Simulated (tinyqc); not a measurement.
What each parameter does: ellipsoidal valleys in the axes of a wafer and a channel.

Valleys with axes a along x, y and z, two valleys each; inverse mass tensor w = 1/mt + (1/ml - 1/mt) a a. Device axes: z = nz/|nz|, x = nx/|nx|, y = z cross x; in them a = (ax, ay, az). Confinement mass mz = 1/w_zz. In the plane w_ij is replaced by u_ij = w_ij - w_iz w_jz/w_zz (i, j = x, y); density-of-states mass md = 1/sqrt(det u); conductivity mass along x mc = 1/u_xx; ballistic transport mass mx = u_yy/det u, width mass my = 1/u_yy.

Hard walls: E_n = c (n pi/t)^2/mz, c = hbar^2/2m0, n = 1, 2, 3. Non-degenerate share of a valley proportional to md sum_n exp(-E_n/kT); mean 1/mc = sum of share/mc. 1 nm = 10 angstrom.

Constants: hbar^2/2m0 = 3.80998211 eV angstrom^2; kB = 8.617333262e-05 eV/K.

Parameters, chosen for this exercise (near those of the Delta valleys of Si; the results hold for these values, not for the real material):
```
symbol  value      unit  meaning
ml      0.895      m0    longitudinal mass
mt      0.191      m0    transverse mass
nz      (0, 0, 1)        surface normal (confinement)
nx      (1, 0, 0)        channel direction
t       7.1        nm    thickness of the film
T       77         K     temperature
```

Lowest E1, its share and the mean conductivity mass.

Results for these values:
```
case,lowest E1 (meV),share,mean mc (m0)
base,8.33,0.9604,0.1940
```

What happens to each result for ml = 0.805 m0, all else kept?

Answer: lowest E1 rises from 8.33 to 9.27; share falls from 0.9604 to 0.9566; mean mc rises from 0.1940 to 0.1942.

The same for each parameter in turn:
```
case,lowest E1 (meV),share,mean mc (m0)
base,8.33,0.9604,0.1940
ml = 0.805 m0,9.27,0.9566,0.1942
mt = 0.172 m0,8.33,0.9778,0.1736
t = 7.81 nm,6.89,0.9172,0.1974
T = 84.7 K,8.33,0.9413,0.1955
```

Computed by tinyqc, a small Python program: `OMP_NUM_THREADS=1 python tinyqc.py 1881176 1881177 out.jsonl` (the numbers bound the seed that draws the inputs); one thread of a shared host (Intel(R) Xeon(R) Processor @ 2.30GHz), about 0.01 s for the whole set of steps.
